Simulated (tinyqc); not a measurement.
Worked calculation: empirical pseudopotential in a few plane waves. Computed by tinyqc, a small Python program that keeps every step. Settings: plane-wave index or count = 15. Command: `OMP_NUM_THREADS=1 python tinyqc.py 31863 31864 out.jsonl` (the two numbers bound the seeds that draw the settings). One thread of a shared host (Intel(R) Xeon(R) Processor @ 2.60GHz), about 0.2 s of CPU time with the checks.

## Bloch Hamiltonian at G

Parameters chosen for this model: fcc lattice, atoms at +/- a/8 (1,1,1); form factors in rydberg at |G|^2 in units of (2 pi/a)^2:
```
parameter                 value      unit
a                      5.360000  angstrom
VS(3)                 -0.233000        Ry
VS(8)                  0.018000        Ry
VS(11)                 0.032000        Ry
VA(3)                  0.144000        Ry
VA(4)                  0.022000        Ry
VA(11)                 0.037000        Ry
hbar^2/2m (2 pi/a)^2   5.235439        eV
```

k point G (2 pi / a): 0  0  0

Basis: the 15 shortest G (labels in 2 pi/a), the same at every k. H(G,G') = c |k + G|^2 delta + VS(|G-G'|^2) cos((G-G').tau) + i VA sin((G-G').tau), tau = a/8 (1,1,1); 1 Ry = 13.605693 eV.

H(k) at G (eV), lower triangle (Hermitian):
```
                   +0+0+0             -1-1-1             -1-1+1             -1+1-1
+0+0+0            0.00000
-1-1-1   2.24162-1.38538i           15.70632
-1-1+1  -2.24162-1.38538i   0.00000+0.29933i           15.70632
-1+1-1  -2.24162-1.38538i   0.00000+0.29933i            0.24490           15.70632
-1+1+1  -2.24162+1.38538i           -0.24490   0.00000+0.29933i   0.00000+0.29933i
+1-1-1  -2.24162-1.38538i   0.00000+0.29933i            0.24490            0.24490
+1-1+1  -2.24162+1.38538i           -0.24490   0.00000+0.29933i            0.00000
+1+1-1  -2.24162+1.38538i           -0.24490            0.00000   0.00000+0.29933i
+1+1+1   2.24162+1.38538i            0.00000           -0.24490           -0.24490
-2+0+0   0.00000-0.29933i  -2.24162+1.38538i  -2.24162-1.38538i  -2.24162-1.38538i
+0-2+0   0.00000-0.29933i  -2.24162+1.38538i  -2.24162-1.38538i   0.30786-0.35597i
+0+0-2   0.00000-0.29933i  -2.24162+1.38538i   0.30786-0.35597i  -2.24162-1.38538i
+0+0+2   0.00000+0.29933i  -0.30786-0.35597i   2.24162+1.38538i  -0.30786+0.35597i
+0+2+0   0.00000+0.29933i  -0.30786-0.35597i  -0.30786+0.35597i   2.24162+1.38538i
+2+0+0   0.00000+0.29933i  -0.30786-0.35597i  -0.30786+0.35597i  -0.30786+0.35597i

                   -1+1+1             +1-1-1             +1-1+1             +1+1-1
-1+1+1           15.70632
+1-1-1            0.00000           15.70632
+1-1+1            0.24490   0.00000+0.29933i           15.70632
+1+1-1            0.24490   0.00000+0.29933i            0.24490           15.70632
+1+1+1   0.00000+0.29933i           -0.24490   0.00000+0.29933i   0.00000+0.29933i
-2+0+0   2.24162-1.38538i   0.30786-0.35597i  -0.30786-0.35597i  -0.30786-0.35597i
+0-2+0  -0.30786-0.35597i  -2.24162-1.38538i   2.24162-1.38538i  -0.30786-0.35597i
+0+0-2  -0.30786-0.35597i  -2.24162-1.38538i  -0.30786-0.35597i   2.24162-1.38538i
+0+0+2  -2.24162+1.38538i  -0.30786+0.35597i  -2.24162+1.38538i   0.30786+0.35597i
+0+2+0  -2.24162+1.38538i  -0.30786+0.35597i   0.30786+0.35597i  -2.24162+1.38538i
+2+0+0   0.30786+0.35597i   2.24162+1.38538i  -2.24162+1.38538i  -2.24162+1.38538i

                   +1+1+1    -2+0+0    +0-2+0    +0+0-2
+1+1+1           15.70632
-2+0+0  -0.30786+0.35597i  20.94175
+0-2+0  -0.30786+0.35597i   0.24490  20.94175
+0+0-2  -0.30786+0.35597i   0.24490   0.24490  20.94175
+0+0+2  -2.24162-1.38538i  -0.24490  -0.24490   0.00000
+0+2+0  -2.24162-1.38538i  -0.24490   0.00000  -0.24490
+2+0+0  -2.24162-1.38538i   0.00000  -0.24490  -0.24490

          +0+0+2    +0+2+0    +2+0+0
+0+0+2  20.94175
+0+2+0   0.24490  20.94175
+2+0+0   0.24490   0.24490  20.94175
```

## Levels at G

Diagonalise the Hermitian matrix.

eigenvalues (eV): -3.66428  11.89781  11.89781  11.89781  12.07004  15.67677  15.67677  15.67677  17.63146  20.45195  20.45195  24.29000  24.29000  24.29000  28.76620

## Bands along a path

The same steps at evenly spaced points between the labelled ones.

Bands along the path (eV), lowest eight:
```
k           band 1    band 2    band 3    band 4    band 5    band 6    band 7    band 8
L         -1.69301   4.59679  10.87827  10.87827  11.98711  16.38841  16.38841  20.33333
L-G 0.25  -2.29870   5.52109  10.91374  10.91374  12.11115  16.42180  16.42180  19.75908
L-G 0.50  -2.99580   7.33032  11.20601  11.20601  12.63848  16.58088  16.58088  17.77798
L-G 0.75  -3.48987   9.61991  11.64496  11.64496  13.23166  15.79058  16.10917  16.10917
G         -3.66428  11.89781  11.89781  11.89781  12.07004  15.67677  15.67677  15.67677
G-X 0.25  -3.43139   9.57719  11.16198  11.16198  14.13346  14.61873  16.84756  16.84756
G-X 0.50  -2.76704   7.38992  10.08991  10.08991  12.82250  15.26952  18.46506  19.18043
G-X 0.75  -1.81531   5.56269   9.40695   9.40695  11.96462  14.12033  21.21534  21.89035
X         -1.00354   4.56338   9.27160   9.27160  11.67285  13.81668  24.47090  24.87576
```

With 4 band(s) filled, the highest filled level on these points lies at G and the lowest empty one at X: the bands touch or overlap, so there is no gap. This holds for the small fixed basis; with all plane waves up to |k + G|^2 = 21 (2 pi/a)^2 the gap along the path is 0.00 eV.

## Convergence with the number of plane waves

Levels at G counted from the fourth one.

Levels (eV):
```
plane waves    level 1  level 5  level 8
9            -18.14651  0.59865  1.98867
15           -15.56209  0.17223  3.77897
27           -14.85171  0.07171  4.03454
51           -14.67530        0  4.26225
59           -14.62217        0  4.16803
65           -14.61501        0  4.16218
89           -14.60649        0  4.16854
```
